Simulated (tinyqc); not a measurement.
Spin coating of a resist or spin-on film: centrifugal thinning, evaporation and the final thickness (Emslie and Meyerhofer models): one step, computed by the program tinyqc.

A Newtonian film stays uniform over the wafer; solvent and solids have the same density and the concentration is uniform through the thickness.

Task: Rates. omega = 2 pi f/60; nu(c) = nu_s + k c^gamma; evaporation rate e = e0 sqrt(f/1000 rpm). Flow constant K = 2 omega^2/(3 nu(c0)); Reynolds number of the air omega R^2/nu_air with nu_air = 15 mm^2/s.

Inputs (values chosen for the exercise, of the order of those of a polymer resist in an ester solvent):

| quantity | value | unit |
|---|---|---|
| solids volume fraction c0 | 0.34 | - |
| kinematic viscosity of the solvent nu_s | 2.2 | mm^2/s |
| viscosity constant k | 340 | mm^2/s |
| viscosity exponent gamma | 3.3 | - |
| spin speed f | 5000 | rpm |
| evaporation rate at 1000 rpm e0 | 0.31 | micrometre/s |
| wafer radius R | 100 | mm |

Give: omega; nu(c0); evaporation rate e; flow constant K; Reynolds number of the air.

Result:

omega = 523.60 1/s

nu(c0) = 11.869 mm^2/s

evaporation rate e = 0.69318 micrometre/s

flow constant K = 0.015400 1/(micrometre^2 s)

Reynolds number of the air = 3.4907e+05

Caution: above a Reynolds number of about 3e5 the air flow near the rim turns turbulent, and evaporation is no longer uniform.
